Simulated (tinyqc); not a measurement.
Comparisons within one model: Slater-Koster d bands of an fcc metal. A value that a table varies takes the place of the one given here.

Slater-Koster d bands. For a bond with direction cosines (l, m, n) the 5 x 5 block is dds Ps + ddp Pp + ddd (1 - Ps - Pp), the projectors on sigma, pi and delta states about the bond; for instance <xy|xy> = 3 l^2 m^2 dds + (l^2 + m^2 - 4 l^2 m^2) ddp + (n^2 + l^2 m^2) ddd, <xy|yz> = 3 l m^2 n dds + l n (1 - 4 m^2) ddp + l n (m^2 - 1) ddd and <3z2-r2|3z2-r2> = (n^2 - (l^2 + m^2)/2)^2 dds + 3 n^2 (l^2 + m^2) ddp + (3/4)(l^2 + m^2)^2 ddd. H(k) sums the blocks times cos(k.R) over the neighbours; the d level is the zero of energy; k in 2 pi/a.

Neighbours: twelve at (a/2)(1,1,0) and equivalents.

Mesh: k = f1 b1 + f2 b2 + f3 b3 with fractions (j + 1/2)/N, j = 0 to N - 1, and b = (-1,1,1), (1,-1,1), (1,1,-1) for fcc, (0,1,1), (1,0,1), (1,1,0) for bcc, unit vectors for simple cubic. The lowest Nd/10 of all levels are filled with two electrons each; the bond energy is their sum per atom.

Values chosen for the exercise (of the size met in Co; not measured data):
```
symbol  value   unit  meaning
dds     -0.56   eV    dd sigma
ddp     0.28    eV    dd pi
ddd     -0.045  eV    dd delta
N       10            mesh
f2      0.487         factor for second neighbours in bcc
```

## Band filling: full bands against the rectangular model

W = sqrt(12 mu2) with mu2 the mean square level on the mesh; rectangular model: Fermi level W (Nd/10 - 1/2), bond energy -W Nd (10 - Nd)/20. The Fermi level of the mesh is the highest filled level.

Per atom (eV):
```
Nd,"EF, bands","bond energy, bands","EF, rectangle","bond energy, rectangle"
1,-1.361,-1.749,-1.479,-1.663
2,-1.089,-2.958,-1.109,-2.957
3,-0.777,-3.878,-0.739,-3.881
4,-0.430,-4.497,-0.370,-4.436
5,0.029,-4.700,0.000,-4.621
6,0.497,-4.433,0.370,-4.436
7,0.802,-3.768,0.739,-3.881
8,1.102,-2.807,1.109,-2.957
9,1.412,-1.534,1.479,-1.663
```

W = 3.697 eV
full width on the mesh = 4.304 eV

The bond energy is deepest at Nd = 5 (-4.700 eV); the rectangle has its minimum at 5. The two differ most at Nd = 8, by 0.150 eV or 3 % of the deepest value: the second moment fixes the parabola, and higher moments the rest. At Nd = 3 and 7 the bands give -3.878 and -3.768 eV, a skew towards less than half filling.

## Which lattice a d-band metal prefers

fcc has twelve neighbours, bcc eight and six (the six times f2), simple cubic six. The integrals of bcc and sc are scaled so that all three have the second moment of fcc, which stands for equal repulsion (structural energy difference theorem). s and p electrons are left out.

Bond energy per atom:
```
Nd,fcc (eV),bcc - fcc (meV),sc - fcc (meV)
1,-1.749,100,-81
2,-2.958,7,-61
3,-3.878,-116,90
4,-4.497,-216,277
5,-4.700,45,378
6,-4.433,222,213
7,-3.768,205,-19
8,-2.807,50,-212
9,-1.534,-100,-296
```

scale factors: bcc 1.1285, sc 1.4142

mu3/mu2^1.5: fcc -0.142, bcc -0.133, sc 0.000

mu4/mu2^2: fcc 1.834, bcc 1.746, sc 2.455

largest change of a difference when N is raised to 14 = 11 meV

fcc is lowest for Nd = 5 and 6. bcc is lowest for Nd = 3 and 4. sc is lowest for Nd = 1, 2, 7, 8 and 9. bcc gains most on fcc at Nd = 4 (-216 meV). A small fourth moment marks a two-peaked band, which tends to favour fillings near one half; bcc has -5 % against fcc, and at Nd = 5 it lies +45 meV from fcc, which the fourth moment alone does not explain (differences of a few tens of meV are within the error of the mesh; hcp is left out, and this d-only model can miss the lattice of the real metal). The third moments, from three-membered rings, skew the bands. That simple cubic wins anywhere comes from keeping d bands and equal second moments alone; no transition metal takes it. Differences below about 11 meV are within the error of this mesh, and the s and p electrons left out weigh most where the d band is nearly empty or full.

## What each integral does

Levels at Gamma, E(t2g) = 3 dds + 4 ddp + 5 ddd, E(eg) = 1.5 dds + 6 ddp + 4.5 ddd, and W = sqrt(12 mu2), the width of a rectangular band with the same second moment mu2 = z (dds^2 + 2 ddp^2 + 2 ddd^2)/5, z = 12. Each row changes one parameter from the base and keeps the others.

Results:
```
case,t2g (eV),eg (eV),W (eV)
base,-0.7850,0.6375,3.6965
dds = -0.644 eV,-1.0370,0.5115,4.0715
ddp = 0.238 eV,-0.9530,0.3855,3.5229
ddd = -0.0517 eV,-0.8185,0.6073,3.7016
```

The largest shifts from the base row, up to three for each result and ties (the steps differ in size, so this ranks the rows, not the parameters). t2g (eV): dds -0.2520, ddp -0.1680, ddd -0.0335. eg (eV): ddp -0.2520, dds -0.1260, ddd -0.0302. W (eV): dds +0.3750, ddp -0.1736, ddd +0.0050. The ratio of the shifts of t2g and eg names the integral: 3 : 1.5 for dds, 4 : 6 for ddp, 5 : 4.5 for ddd.

tinyqc: `OMP_NUM_THREADS=1 python tinyqc.py 1482231 1482232 out.jsonl`; about 0.06 s, one thread, shared Intel(R) Xeon(R) Processor @ 2.30GHz.
